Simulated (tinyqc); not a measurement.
Read current of a NAND string, cells in series solved by shooting: one step of the calculation.

Cells in series, numbered from 0 at the source line (0 V) to the bit line, each followed by a gap resistance Rg. A cell with gate Vg, threshold VT, source Vs and drain Vd passes I = 2 nf K Vt^2 [F(Vs) - F(Vd)]/(1 + th max(Vg - VT, 0)), F(V) = ln^2(1 + exp((Vg - VT - nf V)/(2 nf Vt))). The selected cell has Vg = Vr, the others Vg = Vp.

Question. Node voltages for a trial current. For a trial current I start at 0 V and, cell by cell (the selected one is cell 3), solve for the drain: sqrt(F(Vd)) = sqrt(F(Vs) - I/k), k = 2 nf K Vt^2/(1 + th max(Vg - VT, 0)), Vd = [Vg - VT - 2 nf Vt ln(exp(sqrt F) - 1)]/nf, then add I Rg.

Inputs (values chosen for the exercise); values of the order met in vertical NAND strings:
- T = 300 K (temperature)
- K = 4.8 uA/V^2 (gain factor of a cell)
- nf = 1.3 (slope factor)
- th = 0.02 1/V (mobility reduction factor)
- Rg = 2 kohm (resistance of the gap between cells)
- Vbl = 0.4 V (bit-line voltage)
- Vp = 5.6 V (pass voltage)
- Vr = 3.86 V (read voltage on the selected word line)

Constants: q = 1.602176634e-19 C, kB = 1.380649e-23 J/K, Vt = kB T/q. Results are converted to the units shown.

first trial current = 0.8 uA
thresholds from the source end, cell 0 to 3 (V): [-2.3, -2.3, -2.3, 2.6]

Give: node voltage after each cell and gap, trial 1.

Answer.

node voltage after each cell and gap, trial 1, cell 0 to 3 (V): [0.02608, 0.05227, 0.07856, 0.2425]

Numbers from tinyqc (`OMP_NUM_THREADS=1 python tinyqc.py 2142051 2142052 out.jsonl`; about 0.5 s on one thread of a shared Intel Xeon 2.30GHz).
